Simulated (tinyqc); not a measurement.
## Stability and critical current from long pulses

Inverse problem. For long pulses a magnetic tunnel junction switches at I = Ic0 [1 - ln(tp/t0)/Delta]. Find Ic0 and Delta.

Inputs (values chosen for the exercise):
```
symbol  value  unit       meaning
t0          1    ns  attempt time
```

switching current for pulses of 0.0001 and 0.01 s (uA): [16.828872, 14.226670]

Answer. I is linear in ln tp: it equals Ic0 at tp = t0, and the slope is -Ic0/Delta.

Ic0 = 23.33 uA
Delta = 41.30

Program tinyqc, `OMP_NUM_THREADS=1 python tinyqc.py 2450147 2450148 out.jsonl`; Intel Xeon 2.30GHz, shared host, one thread, about 0.01 s.
